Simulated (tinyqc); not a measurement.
Longitudinal sound in a periodic multilayer: transfer matrices, stop bands and folded phonons: one step, computed by the program tinyqc.

Layers 1 and 2 repeat with period d = d_1 + d_2; waves travel normal to the layers, without loss. State vector (u, s): displacement u and stress divided by omega. Impedances Z = rho v are in 1e6 kg/(m^2 s).

Question. Transfer matrix of one period. A layer maps (u, s) by [[cos p, sin p/Z], [-Z sin p, cos p]], p = 2 pi f d_i/v_i; one period is M = M_2 M_1, and cos(q d) = trace(M)/2.

Inputs (values chosen for the exercise, modelled on silicon (layer 1), germanium (layer 2) and silicon (substrate)):
```
quantity,value,unit
velocity v_1,8440,m/s
thickness d_1,779,nm
velocity v_2,4980,m/s
thickness d_2,454,nm
frequency f,1.52,GHz
```

Z_2 = 26.3442

Z_1 = 19.834

Give: phase p_1; phase p_2; M; trace(M)/2.

Answer.

phase p_1 = 0.88149 rad

phase p_2 = 0.87066 rad

M:
```
,1,2
1,-0.034527,0.043531
2,-22.675,-0.37407
```

trace(M)/2 = -0.20430

|trace/2| < 1: f lies in a pass band, with q d = 1.7765 rad (folded into 0 to pi).
